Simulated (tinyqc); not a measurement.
Fitting sp3s* parameters to three gaps by Newton steps: one step. The first Newton step. The numbers come from values chosen for the exercise (near a published set for InAs, fitted to gaps, whose masses and valley positions are rough).

J:
```
            Esc      Vxapc      Vpaxc
Gamma  0.758772   0.000000   0.000000
X      0.000000  -0.882116   0.000000
L      0.368805  -0.251503  -0.142189
```

target less gap (eV): Gamma 0.217336, X -0.053021, L 0.064980

Task: Solve J dp = target less gap; the columns of J are Esc, Vxapc and Vpaxc.

Give: dp.

Result:

dp (eV): Esc 0.286, Vxapc 0.060, Vpaxc 0.180

Program tinyqc; command `OMP_NUM_THREADS=1 python tinyqc.py 1450532 1450533 out.jsonl`; about 0.2 s on one thread of a shared Intel(R) Xeon(R) Processor @ 2.30GHz.
